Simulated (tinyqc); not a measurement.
Inversion-layer mobility, back-scattering and ballistic limit of a field-effect transistor: one step, computed by the program tinyqc.

The charge at the top of the source barrier is fixed by the gate; series resistance and short-channel effects are left out. F_j are Fermi integrals normalised to exp(eta) in the classical limit.

Question. Back-scattering. F_j(eta) = (1/Gamma(j + 1)) int_0^infinity x^j/(1 + exp(x - eta)) dx, F_0 = ln(1 + exp(eta)). Integrals over x = E/(k_B T) use 160 Gauss-Legendre points in u = sqrt(x) from 0 to sqrt(max(eta, 0) + 32). Ballistic channel: N_2D = g_v m k_B T/(pi hbar^2), U = e V_D/(k_B T); eta_F solves N_inv = (N_2D/2)[F_0(eta_F) + F_0(eta_F - U)]; v_T = sqrt(2 k_B T/(pi m)); I/W = e (N_2D/2) v_T [F_1/2(eta_F) - F_1/2(eta_F - U)]; injection velocity v_T F_1/2(eta_F)/F_0(eta_F). Mean free path lambda = (2 k_B T/e)(mu/v_T) F_0(eta_0)/F_-1/2(eta_0), with eta_0 from N_inv = N_2D F_0(eta_0); critical length l = L (1 + U)^(-a), an empirical rule; back-scattering r = l/(l + lambda). Then eta solves N_inv = (N_2D/2)[(1 + r) F_0(eta) + (1 - r) F_0(eta - U)] and I/W = e (N_2D/2) v_T (1 - r)[F_1/2(eta) - F_1/2(eta - U)]. Ballistic ratio: I over the ballistic current. Apparent mobility 1/(1/mu + 1/mu_B), mu_B = mu L/lambda.

Inputs (values chosen for the exercise, modelled on a silicon n-channel): transport mass m = 0.18 m_0; valley degeneracy g_v = 2; drain voltage V_D = 0.05 V; channel length L = 61 nm; exponent a of the critical length = 0.62; temperature T = 300 K.

Statistics at the top of the barrier: Fermi-Dirac.

inversion density N_inv = 2.408838e+12 1/cm^2

effective mobility mu = 323.9411 cm^2/(V s)

Constants: m_0 = 9.1093837015e-31 kg; k_B = 1.380649e-23 J/K; hbar = 1.054571817e-34 J s; k_B = 8.617333262e-05 eV/K; e = 1.602176634e-19 C.

Give: eta_0; mean free path lambda; critical length l; back-scattering coefficient r; current I/W; ballistic ratio; apparent low-field mobility.

Answer.

eta_0 = -0.15293

mean free path lambda = 14.928 nm

critical length l = 31.297 nm

back-scattering coefficient r = 0.67706

current I/W = 82.306 microampere/micrometre

ballistic ratio = 0.22295

apparent low-field mobility = 260.25 cm^2/(V s)

L/lambda = 4.09; at this drain voltage the first 31.3 nm can return carriers, and the ratio is 22 %.
